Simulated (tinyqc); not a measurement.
Interdiffusion in a binary couple: Darken equations, Kirkendall shift and Boltzmann-Matano analysis: one step, computed by the program tinyqc.

x is the mole fraction of B; the molar volume is constant, and the two halves are long enough to count as infinite.

Problem. Diffusivities at one composition. D*_i(x) = D*_i(0) exp(k x); thermodynamic factor Phi = 1 - 2 W x (1 - x)/(k_B T); intrinsic D_i = D*_i Phi; interdiffusion D~ = x D_A + (1 - x) D_B.

Inputs (values chosen for the exercise, for a model alloy A-B):
```
quantity                            value   unit
tracer diffusivity D*_A(0)        1.1e-13  m^2/s
tracer diffusivity D*_B(0)        3.2e-14  m^2/s
slope k of ln D* with x               0.9      -
regular-solution parameter W         -0.1     eV
temperature T                        1410      K
composition x for the local step     0.44      -
```

Vacancy-wind correction: none.

Constants: k_B = 8.617333262e-05 eV/K.

Give: thermodynamic factor Phi; intrinsic D_A; intrinsic D_B; interdiffusion coefficient D~ at the local x.

Solution.

thermodynamic factor Phi = 1.406

intrinsic D_A = 2.297e-13 m^2/s

intrinsic D_B = 6.683e-14 m^2/s

interdiffusion coefficient D~ at the local x = 1.385e-13 m^2/s

A negative W (tendency to order or compound) speeds mixing: Phi is above 1.
